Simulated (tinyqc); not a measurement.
# Capacitance measurement on a leaky thin oxide: effects of series resistance and leakage, step by step

Program tinyqc, `OMP_NUM_THREADS=1 python tinyqc.py 2022085 2022086 out.jsonl`; Intel Xeon 2.30GHz, shared host, one thread, about 0.01 s. Printed values are rounded.

The device is a capacitance C in parallel with a leakage conductance G, in series with Rs and Ls. An impedance meter reports either a parallel pair (Cp, Gp) from Y = 1/Z = Gp + i w Cp or a series pair (Cs, Rm) from Z = Rm + 1/(i w Cs); w = 2 pi f, dissipation D = Gp/(w |Cp|).

Values chosen for this exercise; values of the order met in thin-oxide MOS capacitors:
- eox = 3.9 (relative permittivity of the gate insulator (close to silicon dioxide))
- tox = 2.9 nm (insulator thickness)
- A = 100 um^2 (gate area)
- zc = 0.41 nm (oxide-equivalent thickness added by the accumulation layer)
- zp = 0 nm (oxide-equivalent thickness added by gate depletion)
- Jg = 1.1 A/cm^2 (gate leakage current density, not matched to the thickness)
- Vs = 0.22 V (voltage for an e-fold rise of the leakage)
- Rs = 7.2 ohm (series resistance)
- Ls = 0 nH (series inductance)
- f = 50000 Hz (measuring frequency)

Constants: eps0 = 8.8541878128e-14 F/cm where lengths are in cm. Results are converted to the units shown.

## True capacitance and conductance

EOT = 3.9 tox/eox; CET = EOT + zc + zp; C = 3.9 eps0 A/CET; G = Jg A/Vs.

EOT = 2.9 nm
CET = 3.31 nm
C = 1.04324 pF
G = 5 uS

## What the meter reports

Z = Rs + i w Ls + 1/(G + i w C).

Z = (1.99152-0.13054i) x 1e5 ohm
Cp = 1.04317 pF
Gp = 4.99982 uS
Cs = 243.847 pF
D = 15.2563

Cp is within 0.01 % of C and Cs is 234 times it; G Rs = 3.60e-5, w C Rs = 2.36e-6 and G/(w C) = 15.3.
